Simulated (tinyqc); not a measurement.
Velocity overshoot from momentum and energy balance equations after a field step: one step, computed by the program tinyqc.

At t = 0 the field jumps from 0 to F in a uniform sample. v is the drift velocity and u = w - (3/2) k_B T the excess energy per carrier.

Task: First four steps. dv/dt = e F/m - v/tau_m(u), du/dt = e F v - u/tau_E, tau_m(u) = tau_0/(1 + c u), tau_0 = m mu_0/e, c = mu_0/(e tau_E v_s^2); this choice gives the steady state v (1 + mu_0 F v/v_s^2) = mu_0 F, which saturates at v_s. Step: v_new = v + dt (e F/m - v/tau_m(u)), u_new = u + dt (e F v - u/tau_E). Start v = u = 0; the distance adds dt (v + v_new)/2.

Inputs (values chosen for the exercise, modelled on electrons in germanium except for tau_E): energy relaxation time tau_E = 0.39 ps; field after the step F = 5.3 kV/cm; lattice temperature T = 300 K; time step dt = 4.2 fs.

Scheme: explicit Euler.

c = 256.6607 1/eV

tau_0 = 279.7330 fs

acceleration e F/m = 0.007768122 1e7 cm/s per fs

Give: Steps.

Result:

Steps:
```
step  t (fs)  v (1e7 cm/s)     u (eV)  tau_m (fs)
1        4.2        0.0326          0       279.7
2        8.4        0.0648  7.263e-06       279.2
3       12.6        0.0964  2.160e-05       278.2
4       16.8        0.1276  4.283e-05       276.7
```

After the first step u is still 0, below the drift energy m v^2/2, because the explicit scheme uses the old v: an error of the finite time step.
